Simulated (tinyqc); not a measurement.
# Signal and retention of a DRAM cell: effect of temperature

A stored one starts at Vd and leaks: Cs dV/dt = -I(V), I = a sqrt((V + Vb)/(Vd + Vb)) + b, with a = Ig exp[-(Eg1 q/kB)(1/T - 1/T0)] (generation in a depletion layer) and b = Is exp[-(Es q/kB)(1/T - 1/T0)]. The bit line is precharged to Vd/2, and charge sharing gives the signal (V - Vd/2) Cs/(Cs + Cb).

The cell fails below Vc = Vd/2 + dm (Cs + Cb)/Cs. With s = sqrt((Vc + Vb)/(Vd + Vb)), the time from Vd to Vc is t = [2 Cs (Vd + Vb)/a] [1 - s - (b/a) ln((a + b)/(a s + b))]. This time is the median of a log-normal spread: failing cells = Nc erfc(z/sqrt 2)/2, z = ln(t/tr)/sg.

Values chosen for this exercise:
- Vd = 1.3 V (array voltage)
- Cs = 16 fF (cell capacitance)
- Cb = 76 fF (bit-line capacitance)
- dm = 58 mV (smallest signal that the sense amplifier resolves)
- Vb = 1.39 V (built-in plus back-bias voltage of the storage junction)
- Ig = 0.39 fA (junction leakage at V = Vd and T0)
- Is = 0.055 fA (voltage-independent leakage at T0)
- Es = 0.43 eV (activation energy of Is)
- T0 = 358 K (reference temperature)
- sg = 0.89 (deviation of ln(retention time) over the cells)
- Nc = 8.59e9 (cells)
- tr = 128 ms (refresh interval)
- Eg1 = 0.6 eV (activation energy of Ig)

Constants: q = 1.602176634e-19 C, kB = 1.380649e-23 J/K. Results are converted to the units shown.

Results:
```
T (K)    a (fA)    b (fA)  retention time (s)  failing cells
298    0.007770  0.003323               466.4      1.346e-10
318     0.03378  0.009526               119.8       6.476e-5
338      0.1234   0.02411               35.23          1.185
358      0.3900   0.05500               11.69           1687
378       1.091    0.1150               4.316        3.316e5
398       2.754    0.2232               1.750        1.416e7
```

Estimate the missing row, T = 368 K.

Computed row:
```
T (K)  a (fA)   b (fA)  retention time (s)  failing cells
368    0.6616  0.08033               7.015        2.937e4
```

With this row back in the table: The retention time falls from 466 to 1.75 s, halving every 15.4 K at the hot end. Its apparent activation energy goes from 0.555 to 0.585 eV, between Es = 0.43 and Eg1 = 0.6 eV, as the share of a in the leakage grows from 70.0 to 92.5 %.

Range of the model: Real arrays also hold a tail of unusually leaky cells and cells whose retention varies in time, which this model lacks.

Computed by the program tinyqc: `OMP_NUM_THREADS=1 python tinyqc.py 2130136 2130137 out.jsonl`, one thread of a shared Intel Xeon 2.30GHz, about 0.01 s for the whole run.
